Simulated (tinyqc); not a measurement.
Inside a calculation. Model: donor in an ellipsoidal valley (Kohn-Luttinger variational method). Computed by tinyqc, a small Python program that keeps every step. Command: `OMP_NUM_THREADS=1 python tinyqc.py 3024839 3024840 out.jsonl kohnlutt walk`. One thread of a shared host (Intel(R) Xeon(R) Processor @ 2.30GHz), about 0.03 s of CPU time with the checks. Intermediate numbers are printed to about 6 digits and carried at full precision; extremes and crossings named in words are read from the listed rows.

H = -(d^2/dx^2 + d^2/dy^2) - gamma d^2/dz^2 - 2/r in units built on m_t, with gamma = m_t/m_l and z along the valley axis. One valley; no valley-orbit or central-cell term.

Inputs (values chosen for the exercise, modelled on 3C-SiC):

| quantity | value | unit |
|---|---|---|
| transverse mass m_t | 0.24 | m_0 |
| longitudinal mass m_l | 0.672 | m_0 |
| dielectric constant eps | 9.55 | - |
| trial ratio b/a | 0.84 | - |
| observed depth chosen for 1s | 107 | meV |

Constants: Ry = 13.605693123 eV; a_0 = 0.529177210903 angstrom; h x 1 THz = 4.135667696 meV.

## Effective units

Ry* = Ry m_t/eps^2, a* = a_0 eps/m_t, gamma = m_t/m_l.

Ry* = 35.8035 meV

a* = 21.0568 angstrom

gamma = 0.357143

## Energy at a trial ratio

Trial function exp(-sqrt((x^2 + y^2)/a^2 + z^2/b^2)) with beta = b/a < 1: E = t/a^2 - u/a, t = (2 + gamma/beta^2)/3, u = 2 arcsin(sqrt(1 - beta^2))/sqrt(1 - beta^2); the best a is 2 t/u and E(beta) = -u^2/(4 t).

t = 0.835385

u = 2.11400

best a = 0.790337 a*

E(beta) = -1.33740 Ry*

## Minimum over the ratio

Golden-section search on beta from 0.05 to 0.999, 60 steps.

Search, first ten steps; c and d are the inner points:

| step | low | high | c | E(c) (Ry*) | d | E(d) (Ry*) |
|---|---|---|---|---|---|---|
| 1 | 0.050000 | 0.999000 | 0.412486 | -1.15748 | 0.636514 | -1.35792 |
| 2 | 0.412486 | 0.999000 | 0.636514 | -1.35792 | 0.774971 | -1.35483 |
| 3 | 0.412486 | 0.774971 | 0.550943 | -1.32179 | 0.636514 | -1.35792 |
| 4 | 0.550943 | 0.774971 | 0.636514 | -1.35792 | 0.689400 | -1.36377 |
| 5 | 0.636514 | 0.774971 | 0.689400 | -1.36377 | 0.722086 | -1.36266 |
| 6 | 0.636514 | 0.722086 | 0.669200 | -1.36276 | 0.689400 | -1.36377 |
| 7 | 0.669200 | 0.722086 | 0.689400 | -1.36377 | 0.701885 | -1.36373 |
| 8 | 0.669200 | 0.701885 | 0.681684 | -1.36355 | 0.689400 | -1.36377 |
| 9 | 0.681684 | 0.701885 | 0.689400 | -1.36377 | 0.694169 | -1.36381 |
| 10 | 0.689400 | 0.701885 | 0.694169 | -1.36381 | 0.697116 | -1.36380 |

best beta = 0.694454

radius a of the 1s trial function = 17.2335 angstrom

radius b of the 1s trial function = 11.9679 angstrom

1s binding energy, trial function = 48.8292 meV

The envelope is flattened along the heavy axis; beta is close to gamma^(1/3) = 0.709.

## Levels from a Gaussian basis

Gaussian basis: g = P exp(-al (x^2 + y^2) - be z^2) with P = 1 (s-like), z (2p0) or x (2p+-); al = 0.004 x 2.6^k, k = 0..11, and be/al = 1, gamma^(-1/2) or 1/gamma (36 functions); 1/r = (2/sqrt(pi)) int exp(-t^2 r^2) dt by 48 Gauss-Legendre points after t = sqrt(al_i + al_j) tan(theta); overlap eigenvalues below 1e-10 are dropped.

1s binding energy, Gaussian basis = 48.8550 meV

2p0 binding energy = 15.8538 meV

2p+- binding energy = 10.6875 meV

The two-parameter trial function recovers 99.95 % of the 1s binding of the larger basis. 2p0, with its lobes along the heavy axis, is bound 1.48 times as strongly as 2p+-.

## Optical lines and the chemical shift

With an observed depth of 1s, the lines are 1s -> 2p0 = depth - E(2p0) and 1s -> 2p+- = depth - E(2p+-); the chemical shift is depth - E(1s, Gaussian basis); 1 meV = 1 THz/4.135667696.

line 1s -> 2p0 = 91.1462 meV

line 1s -> 2p+- = 96.3125 meV

chemical shift = 58.1450 meV

frequency of the line 1s -> 2p+- = 23.2883 THz

The spacing of the two lines, 5.166 meV, does not depend on the depth, so it is the same for every donor in this host.

## Which single mass stands for the valley

A hydrogenic level is Ry m/eps^2 for one mass m; errors are against the Gaussian basis.

1s binding energy:

| rule | mass (m_0) | binding (meV) | error (%) |
|---|---|---|---|
| transverse mass | 0.240000 | 35.803 | -26.715 |
| conductivity mass 3/(2/m_t + 1/m_l) | 0.305455 | 45.568 | -6.728 |
| density-of-states mass (m_t^2 m_l)^(1/3) | 0.338270 | 50.464 | 3.293 |
| longitudinal mass | 0.672000 | 100.250 | 105.199 |
| trial function with a and b | - | 48.829 | -0.053 |
| mass that fits 1s | 0.327487 | 48.855 | 0.000 |

The conductivity mass, which is what a spherical trial function (a = b) gives, falls short by 6.7 %, as a restricted variational bound must; the density-of-states mass is off by +3.3 %. The mass that fits lies between the two.

## Levels against anisotropy

The trial energy is minimised over beta by golden section from 0.05 to 0.999, 60 steps.

Binding energies (Ry*):

| gamma | 1s, trial | 1s, Gaussians | 2p0 | 2p+- |
|---|---|---|---|---|
| 0.089 | 1.88165 | 1.88825 | 0.827910 | 0.351304 |
| 0.180 | 1.61933 | 1.62198 | 0.615398 | 0.326567 |
| 0.360 | 1.36088 | 1.36158 | 0.441004 | 0.298156 |
| 0.510 | 1.23398 | 1.23423 | 0.367158 | 0.282480 |
| 0.540 | 1.21347 | 1.21367 | 0.355919 | 0.279826 |
| 0.710 | 1.11680 | 1.11683 | 0.305476 | 0.266835 |
| 0.900 | 1.03538 | 1.03536 | 0.266182 | 0.255235 |

As gamma falls from 0.9 to 0.089, 1s deepens from 1.035 to 1.888 Ry*, on the way from the hydrogen value 1 to the two-dimensional limit 4; 2p+- moves from 0.255 to 0.351 (limits 1/4 and 4/9), while 2p0 climbs from 0.266 to 0.828 and joins 1s as gamma tends to 0. Near gamma = 1 the trial function is almost exact and can pass the Gaussian basis, whose own error is about 3e-5 Ry*.

Checks made by the program: the Gaussian basis at gamma = 1 against 1, 1/4 and 1/4 Ry* (relative difference 3e-05); trial function against Gaussian basis (relative difference 5e-04).
